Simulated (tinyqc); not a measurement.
Three-band tight binding of a dichalcogenide monolayer: sweeps and comparisons. A value that a table varies takes the place of the one given here.

Basis dz2, dxy, dx2-y2 on a triangular lattice, nearest neighbours; alpha = kx a/2, beta = sqrt3 ky a/2. h0 = e1 + 2 t0 (cos 2alpha + 2 cos alpha cos beta); h1 = -2 sqrt3 t2 sin alpha sin beta + 2i t1 (sin 2alpha + sin alpha cos beta); h2 = 2 t2 (cos 2alpha - cos alpha cos beta) + 2i sqrt3 t1 cos alpha sin beta; h11 = e2 + 2 t11 cos 2alpha + (t11 + 3 t22) cos alpha cos beta; h22 = e2 + 2 t22 cos 2alpha + (3 t11 + t22) cos alpha cos beta; h12 = sqrt3 (t22 - t11) sin alpha sin beta + 4i t12 sin alpha (cos alpha - cos beta) + i lam sz. H = [[h0, h1, h2], [., h11, h12], [., ., h22]], Hermitian; the lowest band of each spin is filled. K = (4 pi/3a, 0), M = (pi/a, pi/(sqrt3 a)).

Constants: hbar^2/2m0 = 3.80998211 eV angstrom^2.

Inputs chosen for the exercise (near a published set for monolayer WS2; the results hold for these values, not for the real material): a = 3.189 angstrom (lattice constant); e1 = 1.123 eV (level of dz2); e2 = 2.254 eV (level of dxy and dx2-y2); t0 = -0.203 eV (hopping); t1 = 0.556 eV (hopping); t2 = 0.547 eV (hopping); t11 = 0.284 eV (hopping); t12 = 0.388 eV (hopping); t22 = -0.062 eV (hopping); lam = 0.213 eV (spin-orbit constant).

## Three bands against the two-band Dirac model at K

Masses from central differences along kx with step 0.002 1/angstrom, c = hbar^2/2m0; Berry curvature of the valence band from a counter-clockwise plaquette of side 0.001 1/angstrom, Omega = -arg(product of overlaps)/area. Two-band model: coupling A = (3 a/(2 sqrt2))(t1 + sqrt3 t2) between valence and conduction states, mass c G/A^2 for both, Omega_v = 2 A^2/G^2. sz = 0 drops the spin-orbit term.

At K:
```
sz  G (eV)  m_c (m0)  m_v (m0)  two-band mass  Omega_v (angstrom^2)  two-band Omega
1   1.6141     0.280     0.359          0.238                19.535          19.852
0   1.8271     0.323     0.438          0.269                15.240          15.493
-1  2.0401     0.366     0.532          0.301                12.220          12.427
```

A = 5.0853 eV angstrom

Without spin-orbit coupling the electron mass is 0.323 and the hole mass 0.438, against 0.269 for both in the two-band model: the third band and the curvature of the diagonal terms break the symmetry. The Berry curvature is -1.6 % from the two-band value. The smaller gap (sz = +1) has the larger curvature, by a factor 1.60.

## All hoppings scaled

The six hoppings are multiplied by f; e1, e2 and lam stay (real strain also moves e1 and e2, so this is no model of it). Closed forms: Ev(K) = e2 - (3/2)(t11 + t22) - 3 sqrt3 t12 + lam, Ec(K) = e1 - 3 t0, Ev(Gamma) = e1 + 6 t0.

Gaps (eV):
```
f     direct gap at K  Ev(K) - Ev(Gamma)  Ec(K) - top of valence band
0.85           1.1704             0.3826                       1.1704
0.90           1.3183             0.3260                       1.3183
0.94           1.4366             0.2808                       1.4366
0.97           1.5254             0.2468                       1.5254
1.00           1.6141             0.2129                       1.6141
1.03           1.7029             0.1790                       1.7029
1.06           1.7916             0.1450                       1.7916
1.10           1.9099             0.0998                       1.9099
```

The direct gap changes by +29.6 meV for each per cent of f. The top of the valence band stays at K over the range.

## What each parameter does

Spin up: gap at K, Ev(K) - Ev(Gamma), and masses at K by central differences along kx with step 0.002 1/angstrom, c = hbar^2/2m0. Each row changes one parameter from the base and keeps the others.

Results:
```
case             gap at K (eV)  K - Gamma (eV)  m_c (m0)  m_v (m0)
base                    1.6141          0.2129     0.280     0.359
t12 = 0.358 eV          1.4582          0.3688     0.250     0.298
t2 = 0.577 eV           1.6141          0.2129     0.263     0.324
t11 = 0.314 eV          1.6591          0.1679     0.290     0.375
t1 = 0.586 eV           1.6141          0.2129     0.265     0.338
e1 = 1.093 eV           1.5841          0.2429     0.274     0.349
t22 = -0.092 eV         1.5691          0.2579     0.271     0.337
```

The largest shifts from the base row, up to three for each result and ties (the steps differ in size, so this ranks the rows, not the parameters). gap at K (eV): t12 -0.1559, t11 +0.0450, t22 -0.0450; unchanged at the printed digits by t2 and t1. K - Gamma (eV): t12 +0.1559, t11 -0.0450, t22 +0.0450; unchanged at the printed digits by t2 and t1. m_c (m0): t12 -0.030, t2 -0.017, t1 -0.015. m_v (m0): t12 -0.061, t2 -0.034, t22 -0.022. t2 and t1 couple dz2 to the other orbitals and vanish at K and Gamma, so only the masses feel them.

Program tinyqc; command `OMP_NUM_THREADS=1 python tinyqc.py 1450183 1450184 out.jsonl`; about 0.02 s on one thread of a shared Intel(R) Xeon(R) Processor @ 2.30GHz.
